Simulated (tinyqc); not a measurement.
Worked calculation: phonon transmission through an interface between two chains by Green functions. Computed by tinyqc, a small Python program that keeps every step. Command: `OMP_NUM_THREADS=1 python tinyqc.py 3024992 3024993 out.jsonl agf walk`. One thread of a shared host (Intel(R) Xeon(R) Processor @ 2.30GHz), about 0.01 s of CPU time with the checks. Intermediate numbers are printed to about 7 digits and carried at full precision; extremes and crossings named in words are read from the listed rows.

Two semi-infinite chains (masses m_1, m_2; springs k_1, k_2), motion along the chain. The central region holds the end atom of each chain and one interlayer atom of mass m_b, joined by springs k_b. lambda = omega^2 in eV/(angstrom^2 u); nu = 15.6333042 THz x sqrt(lambda).

Inputs (values chosen for the exercise, for two model chains):
```
quantity,value,unit
mass m_1,69.2,u
spring k_1,2.25,eV/angstrom^2
mass m_2,69,u
spring k_2,1.54,eV/angstrom^2
junction spring k_b,0.529,eV/angstrom^2
interlayer mass m_b,36.8,u
probe frequency / lower band top,0.31,-
temperature T,20,K
```

Atoms in the interlayer: one.

Constants: nu for 1 eV/(angstrom^2 u) = 15.6333042 THz; h x 1 THz = 4.135667696 meV; k_B = 8.617333262e-05 eV/K; k_B = 1.380649e-23 J/K; h = 6.62607015e-34 J s.

## Band tops and impedances

nu_max = 15.6333042 THz x 2 sqrt(k/m); impedance Z = sqrt(k m); long-wave transmission 4 Z_1 Z_2/(Z_1 + Z_2)^2; the probe frequency is the given share of the lower band top.

band top of chain 1 = 5.637921 THz

band top of chain 2 = 4.671072 THz

Z_1 = 12.47798 sqrt(eV u)/angstrom

Z_2 = 10.30825 sqrt(eV u)/angstrom

long-wave transmission = 0.9909329

probe frequency = 1.448032 THz

## Self-energies and the matrix at the probe frequency

In chain i, sin(q_i a/2) = nu/nu_max,i. An outgoing wave makes the next atom move as exp(i q_i a) times the end atom, so the lead adds the self-energy Sigma_i = -k_i exp(i q_i a) to the force-constant matrix; Gamma_i = -2 Im Sigma_i = 2 k_i sin(q_i a). A = lambda M - K - Sigma over the central atoms, with K_ii the sum of the springs at i, K_(i,i+1) = -k_b; G = inverse of A; transmission = Gamma_1 Gamma_2 |G_(first,last)|^2.

q_1 a = 0.5194981 rad

q_2 a = 0.6303861 rad

Gamma_1 = 2.234000 eV/angstrom^2

Gamma_2 = 1.815527 eV/angstrom^2

A (complex symmetric) (eV/angstrom^2):
```
,end of 1,layer 1,end of 2
end of 1,-0.232154+1.117000i,0.529000,0.000000
layer 1,0.529000,-0.742279,0.529000
end of 2,0.000000,0.529000,-0.233012+0.907763i
```

## Transmission at the probe frequency

The formulas are those given above.

G_(first,last) = 0.3114385+0.0801952i angstrom^2/eV

transmission = 0.4194809

It is below the long-wave value 0.991.

## Thermal conductance

Landauer conductance G = k_B int tau(nu) x^2 e^x/(e^x - 1)^2 d nu, x = h nu/(k_B T), from 0 to the lower band top (240 Gauss-Legendre points in s from 0 to 1, nu = nu_top sin(pi s/2)); tau is the transmission, and its thermal mean is G over the value for tau = 1 in the same window; the quantum is g_0 = pi^2 k_B^2 T/(3 h).

conductance G = 12.84018 pW/K

thermal mean of the transmission = 0.6787669

G/g_0 = 0.6783472

## Transmission spectrum against simple models

Long-wave value 4 Z_1 Z_2/(Z_1 + Z_2)^2. Continuum estimate, with omega = sqrt(lambda): a slab of impedance Z_b = sqrt(k_b m_b) and phase p = omega x (number of interlayer atoms) x sqrt(m_b/k_b), tau = 4 Z_1 Z_2/[(Z_1 + Z_2)^2 cos^2 p + (Z_b + Z_1 Z_2/Z_b)^2 sin^2 p].

Transmission:
```
nu/nu_top,nu (THz),Green function,long-wave value,continuum estimate
0.05,0.233554,0.9342264,0.9909329,0.9733456
0.15,0.700661,0.6632152,0.9909329,0.8572151
0.25,1.167768,0.4721934,0.9909329,0.7086819
0.35,1.634875,0.4072450,0.9909329,0.5877517
0.45,2.101983,0.4730506,0.9909329,0.5084114
0.55,2.569090,0.8199797,0.9909329,0.4666348
0.65,3.036197,0.6092532,0.9909329,0.4572830
0.75,3.503304,0.0956178,0.9909329,0.4789901
0.85,3.970411,0.0187408,0.9909329,0.5348150
0.92,4.297387,0.0061625,0.9909329,0.5973184
0.98,4.577651,0.0016479,0.9909329,0.6674079
```

The transmission starts at the impedance value 0.991 and vanishes at the lower band top, 4.67 THz, above which chain 2 has no states. It first falls below half of that value at nu/nu_top = 0.25. The continuum estimate is within 0.05 up to nu/nu_top = 0.05; it leaves out dispersion, and it puts the faces of the slab half a spring from its outer atoms.

## Conductance against temperature

The formulas are those given above.

Conductance:
```
T (K),G (pW/K),mean transmission,G/g_0,G for transmission 1 (pW/K)
1,0.9342866,0.9871681,0.9871681,0.9464312
5,4.350775,0.9194064,0.9194064,4.732156
20,12.84018,0.6787669,0.6783472,18.91692
50,22.92515,0.5428900,0.4844547,42.22798
100,27.27314,0.4812146,0.2881683,56.67563
200,28.70031,0.4605141,0.1516239,62.32233
400,29.08492,0.4549232,0.07682788,63.93370
800,29.18294,0.4534979,0.03854340,64.35078
```

At 1 K G/g_0 = 0.987; as T goes to 0 it tends to the long-wave transmission, where only the impedances count. Towards high T all modes count more and more alike; at 800 K G is 29.2 pW/K and the mean transmission is 0.453, which is well below the low-T value.

Checks made by the program: low-frequency limit against the impedance formula (relative difference 2e-07); unitarity: Gamma_1 |G_11|^2 + Gamma_2 |G_1N|^2 = -2 Im G_11 (relative difference below 1e-10); conductance against a 1500-point midpoint sum (relative difference below 1e-10).
